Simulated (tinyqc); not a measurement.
# Tunnelling through a two-layer gate stack, WKB transmission and Tsu-Esaki current, step by step

tinyqc, about 0.03 s, one thread, Intel Xeon 2.30GHz (shared host): `OMP_NUM_THREADS=1 python tinyqc.py 2540064 2540065 out.jsonl` Printed values are rounded.

Electrons leave the emitter at x = 0. Energies E (motion across the layers) are in eV from the emitter Fermi level; the collector Fermi level lies at -V and offers states at every E. No charge in the dielectric and no image force: F1 = V/(t1 + t2 eps1/eps2), F2 = F1 eps1/eps2; U = phi1 - F1 x in layer 1 and phi2 - F1 t1 - F2 (x - t1) in layer 2. With C = hbar^2/(2 m0), kappa = sqrt(m (U - E)/C) where U > E and 0 elsewhere; T(E) = exp(-S), S = 2 times the integral of kappa over x.

Parameters, values chosen for the exercise; layer 1 close to silicon dioxide, layer 2 close to hafnium oxide: temperature T = 300 K; Fermi energy of the emitter above its band bottom Ef = 0.27 eV; emitter mass in the supply function me = 0.48 m0; barrier of layer 1 above the emitter Fermi level at zero bias phi1 = 3 eV; tunnelling mass of layer 1 m1 = 0.49 m0; thickness of layer 1 t1 = 0.8 nm; relative permittivity of layer 1 eps1 = 3.97; barrier of layer 2 at zero bias phi2 = 1.45 eV; tunnelling mass of layer 2 m2 = 0.19 m0; thickness of layer 2 t2 = 1.8 nm; relative permittivity of layer 2 eps2 = 21.9; voltage across the dielectric V = 0.7 V; energy of the electron followed E = 0 eV; cells in each layer nc = 4; lower end of the energy grid Ea = -0.27 eV; upper end of the energy grid Eb = 0.28 eV; points of the energy grid nE = 15.

Constants: q = 1.602176634e-19 C, kB = 1.380649e-23 J/K, hbar = 1.054571817e-34 J s, m0 = 9.1093837015e-31 kg, Vt = kB T/q, hbar^2/(2 m0) = 0.0380998212 eV nm^2. Results are converted to the units shown.

## Fields and band edges

F1 = V/(t1 + t2 eps1/eps2), F2 = F1 eps1/eps2; U = phi1 - F1 x in layer 1 and phi2 - F1 t1 - F2 (x - t1) in layer 2. EOT = 3.9 (t1/eps1 + t2/eps2).

F1 = 6.21503 MV/cm
F2 = 1.12665 MV/cm
U at the end of layer 1 = 2.50280 eV
U at the start of layer 2 = 0.952797 eV
U at the end of layer 2 = 0.75 eV
EOT = 1.10644 nm

## WKB exponent by the midpoint rule

Cut each layer into nc equal cells, take U and kappa at the cell centres, and sum S = 2 sum kappa h.

```
cell   x (nm)   U (eV)  kappa (1/nm)
0     0.10000  2.93785       6.14683
1     0.30000  2.81355       6.01539
2     0.50000  2.68925       5.88101
3     0.70000  2.56495       5.74349
4     1.02500  0.92745       2.15060
5     1.47500  0.87675       2.09099
6     1.92500  0.82605       2.02964
7     2.37500  0.77535       1.96637
```

S = 16.9285
T(E) = 4.44666e-8

## WKB exponent in closed form

Each layer adds (2/F) sqrt(m/C) [G(u at its left edge) - G(u at its right edge)] to S, with u = U - E (0 where negative) and G(u) = (2/3) u^1.5. The slope follows from 1/d = -dS/dE.

S = 16.9280
T(E) = 4.44879e-8
energy d over which T(E) grows by a factor e = 0.16406 eV

The midpoint rule gives S = 16.929, so its T(E) is 0.048 % below this value. The band edge stays above E through the whole stack: direct tunnelling through a trapezoid.

## Current density on a coarse energy grid

J = J0 times the integral of T(E) N(E) dE, N = ln[(1 + exp(-E/Vt))/(1 + exp((-E - V)/Vt))], J0 = q^2 me m0 kB T/(2 pi^2 hbar^3) (times 1e-4 for A/cm^2 per eV), by Simpson's rule on nE equally spaced points from Ea to Eb.

```
point     E (eV)        T(E)           N       T(E) N
0      -0.270000  9.41111e-9     10.4441   9.82905e-8
1      -0.230714  1.16769e-8     8.92456   1.04211e-7
2      -0.191429  1.45347e-8     7.40540   1.07635e-7
3      -0.152143  1.81530e-8     5.88793   1.06884e-7
4      -0.112857  2.27529e-8     4.37814   9.96151e-8
5      -0.073571  2.86257e-8     2.90233   8.30811e-8
6      -0.034286  3.61581e-8     1.56168   5.64674e-8
7       0.005000  4.58664e-8    0.601111   2.75708e-8
8       0.044286  5.84443e-8    0.165782   9.68899e-9
9       0.083571  7.48316e-8   0.0386930   2.89546e-9
10      0.122857  9.63109e-8  0.00859455  8.27749e-10
11      0.162143  1.24649e-7  0.00188673  2.35179e-10
12      0.201429  1.62301e-7  4.13104e-4  6.70473e-11
13      0.240714  2.12720e-7  9.03979e-5  1.92294e-11
14      0.280000  2.80810e-7  1.97789e-5  5.55412e-12
```

J0 = 2.00816e8 A/(cm^2 eV)
J = 5.11873 A/cm^2

The integrand peaks at E = -0.191 eV among these points. A converged quadrature from -Ef to above the barrier gives 5.119 A/cm^2; this grid is 0.013 % below that.
